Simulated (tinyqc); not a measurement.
# Signal and retention of a DRAM cell, step by step

Numbers from tinyqc (`OMP_NUM_THREADS=1 python tinyqc.py 2130005 2130006 out.jsonl`; about 0.01 s on one thread of a shared Intel Xeon 2.30GHz). Printed values are rounded.

A stored one starts at Vd and leaks: Cs dV/dt = -I(V), I = a sqrt((V + Vb)/(Vd + Vb)) + b, with a = Ig exp[-(Eg1 q/kB)(1/T - 1/T0)] (generation in a depletion layer) and b = Is exp[-(Es q/kB)(1/T - 1/T0)]. The bit line is precharged to Vd/2, and charge sharing gives the signal (V - Vd/2) Cs/(Cs + Cb).

Parameters, values chosen for the exercise:
- Vd = 1.2 V (array voltage)
- Cs = 7 fF (cell capacitance)
- Cb = 26 fF (bit-line capacitance)
- dm = 39 mV (smallest signal that the sense amplifier resolves)
- Vb = 1.55 V (built-in plus back-bias voltage of the storage junction)
- Ig = 2.9 fA (junction leakage at V = Vd and T0)
- Is = 0.35 fA (voltage-independent leakage at T0)
- Es = 0.25 eV (activation energy of Is)
- T0 = 358 K (reference temperature)
- T = 378 K (temperature)
- sg = 0.88 (deviation of ln(retention time) over the cells)
- Nc = 1.72e10 (cells)
- tr = 32 ms (refresh interval)
- Eg1 = 0.61 eV (activation energy of Ig)

Constants: q = 1.602176634e-19 C, kB = 1.380649e-23 J/K. Results are converted to the units shown.

Range of the model: Real arrays also hold a tail of unusually leaky cells and cells whose retention varies in time, which this model lacks.

## Signal and margin

The cell fails below Vc = Vd/2 + dm (Cs + Cb)/Cs.

transfer ratio = 0.2121212
signal of a fresh one = 127.2727 mV
Vc = 0.7838571 V
charge that may be lost = 2.913 fC
the same in electrons = 18181.52

## Retention time

With s = sqrt((Vc + Vb)/(Vd + Vb)), the time from Vd to Vc is t = [2 Cs (Vd + Vb)/a] [1 - s - (b/a) ln((a + b)/(a s + b))].

a = 8.255705 fA
b = 0.5373776 fA
retention time = 0.3439913 s
estimate with the current held at a + b = 0.3312831 s

The constant-current estimate is 3.7 % below the true time, since the junction leaks less as V falls.

## Failing cells

This time is the median of a log-normal spread: failing cells = Nc erfc(z/sqrt 2)/2, z = ln(t/tr)/sg. One failure is expected at the interval where that count equals 1.

z = 2.698728
failing cells = 5.986038e7
interval for one failure = 1.185065 ms

The weakest cell of the array lies about 6.44 deviations out, a factor of 290 below the median; the chosen interval is longer than that time.
